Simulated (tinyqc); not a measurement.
From results back to parameters: special k points of the simple cubic lattice. Two cases, with inputs chosen for the exercise.

Problem. E(k) = -sqrt(D^2 + (e0 - t A_1(k))^2) with A_1 = 6 at Gamma and A_1 = 2 at b1/2; t > 0 and D > 0 are hidden.

Find: t; D.

Method. The difference of the squares is 32 t^2 - 8 e0 t; it is positive, so the quadratic has one positive root t; D^2 follows from either energy.

Case 1.

Values chosen: e0 = 1.23 eV (offset).
E at Gamma = -3.250877 eV
E at b1/2 = -2.090024 eV

Solution.

t = 0.620 eV
D = 2.090 eV

Case 2.

Values chosen: e0 = 2.37 eV (offset).
E at Gamma = -3.040674 eV
E at b1/2 = -1.713972 eV

Solution.

t = 0.830 eV
D = 1.560 eV

Computed by tinyqc, one run a case: `OMP_NUM_THREADS=1 python tinyqc.py N N+1 out.jsonl` with N = 1650869, 1651188; one thread of a shared Intel(R) Xeon(R) Processor @ 2.30GHz, about 0.2 s a run at most.
